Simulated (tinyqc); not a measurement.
Rectangular fin or nanosheet with a gate all round, subbands and threshold shift from confinement: one step of the calculation.

Undoped body with a flat potential across it, hard walls, transport along x. Three valley pairs (g = 2 each) with the longitudinal mass along x, y or z. Non-parabolicity enters the subband edges through E (1 + al E) = gamma, so E = 2 gamma/(1 + sqrt(1 + 4 al gamma)); motion within a subband is taken as parabolic with the band-edge mass. Energies are counted from the bulk band edge.

Question. Lowest subbands. gamma = C pi^2 [a^2/(my (t + dl)^2) + b^2/(mz (H + dl)^2)], C = hbar^2/(2 m0). List the 6 lowest, labelled by valley axis and quantum numbers, with degeneracy g and N_k: N_k = g sqrt(2 mx m0 kB T/(pi hbar^2)).

Inputs (values chosen for the exercise); masses close to those of silicon: temperature T = 300 K; longitudinal mass ml = 0.932 m0; transverse mass mt = 0.192 m0; non-parabolicity al = 0 1/eV; width (along y) t = 5.1 nm; widening of the box by penetration into the insulator dl = 0.3 nm; height (along z) H = 7.6 nm.

Constants: q = 1.602176634e-19 C, kB = 1.380649e-23 J/K, hbar = 1.054571817e-34 J s, m0 = 9.1093837015e-31 kg, hbar^2/(2 m0) = 0.0380998212 eV nm^2. Results are converted to the units shown.

Wanted: E_k; g; N_k.

Answer.

| subband | E_k (eV) | g | N_k (cm^-1) |
|---|---|---|---|
| y1,1 | 0.045217 | 2 | 4.0728e6 |
| z1,1 | 0.073628 | 2 | 4.0728e6 |
| y2,1 | 0.086726 | 2 | 4.0728e6 |
| z1,2 | 0.093023 | 2 | 4.0728e6 |
| x1,1 | 0.098545 | 2 | 8.9732e6 |
| z1,3 | 0.12535 | 2 | 4.0728e6 |

Computed by the program tinyqc: `OMP_NUM_THREADS=1 python tinyqc.py 2350082 2350083 out.jsonl`, one thread of a shared Intel Xeon 2.30GHz, about 0.2 s for the whole run.
